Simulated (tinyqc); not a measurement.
# Potential step from the flux

Inverse problem. On one interval J = (q mu Vt/hx) [nb B(d) - na B(-d)], B(d) = d/(exp(d) - 1), d = (psi_b - psi_a)/Vt. Find psi_b - psi_a, and the step at which J would vanish.

Inputs (values chosen for the exercise): temperature T = 300 K; electron mobility mu = 7840 cm^2/(V s); density at the left node na = 2.3e14 cm^-3; density at the right node nb = 9.4e15 cm^-3; node spacing hx = 29 nm.

Constants: q = 1.602176634e-19 C, kB = 1.380649e-23 J/K, Vt = kB T/q. Results are converted to the units shown.

J = 1.9680463e5 A/cm^2

Answer. B(d) falls and B(-d) rises with d, so J falls steadily with the step and one value matches. J = 0 needs nb/na = exp(d), the Boltzmann ratio.

psi_b - psi_a = -0.03700 V
step for J = 0 = 0.09592 V

Numbers from tinyqc (`OMP_NUM_THREADS=1 python tinyqc.py 2220024 2220025 out.jsonl`; about 0.01 s on one thread of a shared Intel Xeon 2.30GHz).
